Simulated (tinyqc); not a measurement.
Quasi-harmonic thermal expansion with mode Grueneisen parameters: one step, computed by the program tinyqc.

A crystal with two atoms a cell; per atom there are 1 transverse acoustic (TA), 1/2 longitudinal acoustic (LA) and 3/2 optical (O) modes. Every frequency of group i scales as nu_i (V/V0)^(-gamma_i). The acoustic groups have Debye spectra, density 3 nu^2/nu_i^3 up to nu_i (40 Gauss-Legendre points); the optical group has one frequency. Static energy: E = (9 V0 B0/16) [y^3 B' + y^2 (2 - 4 y)], y = (V0/V)^(2/3) - 1, with pressure P_s = (3 B0/2) (z^7 - z^5) [1 + (3/4)(B' - 4)(z^2 - 1)], z = (V0/V)^(1/3).

Question. Grueneisen's estimate. gamma_th = sum gamma_i C_i / sum C_i; volume expansion coefficient alpha_V = gamma_th C k_B/(B0 V0); linear coefficient alpha_V/3; first-order volume change P_ph/B0.

Inputs (values chosen for the exercise, for a model crystal): static volume V0 = 13.8 angstrom^3/atom; static bulk modulus B0 = 42.4 GPa; temperature T = 300 K.

Acoustic groups: Debye.

Groups:
```
group  h nu_i/(k_B T)  U_i (meV)  C_i (k_B)  gamma_i C_i (k_B)
TA          0.3919382   26.05020  0.9923612         -0.9923612
LA          0.9678474   13.52477  0.4773432          0.8592177
O            1.116624   42.72587   1.353400           2.300780
```

phonon pressure at V0 = 0.8234767 GPa

Constants: k_B = 8.617333262e-05 eV/K; 1 eV/angstrom^3 = 160.2176634 GPa.

Give: heat capacity C at V0; gamma_th at V0; linear expansion, Grueneisen estimate; first-order volume change.

Answer.

heat capacity C at V0 = 2.823 k_B/atom

gamma_th at V0 = 0.7678

linear expansion, Grueneisen estimate = 17.05 ppm/K

first-order volume change = 1.942 %
